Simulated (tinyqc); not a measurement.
From results back to parameters: overlap of hydrogenic dopants: pairs, impurity band and the Mott density. Two cases, with inputs chosen for the exercise.

Problem. Ry* = Ry m/eps^2, aB = a0 eps/m, and the Mott density is (0.26/aB)^3 (1/angstrom^3 = 1e24/cm^3). Binding energy and critical density come from a hidden mass and dielectric constant.

Constants: Ry = 13.60569312 eV; a0 (Bohr radius) = 0.5291772105 angstrom.

Case 1.

binding energy = 39.33275 meV
critical density = 4.472924e+18 1/cm^3

Case 2.

binding energy = 31.43300 meV
critical density = 2.110315e+18 1/cm^3

Find: aB; eps; m.

Solution. aB = 0.26/n^(1/3); the product Ry* aB = Ry a0/eps gives eps, and m = a0 eps/aB.

Case 1.

aB = 15.78 angstrom
eps = 11.60
m = 0.389 m0

Case 2.

aB = 20.27 angstrom
eps = 11.30
m = 0.295 m0

Computed by tinyqc, one run a case: `OMP_NUM_THREADS=1 python tinyqc.py N N+1 out.jsonl` with N = 1481697, 1481729; one thread of a shared Intel(R) Xeon(R) Processor @ 2.30GHz, about 0.01 s a run at most.
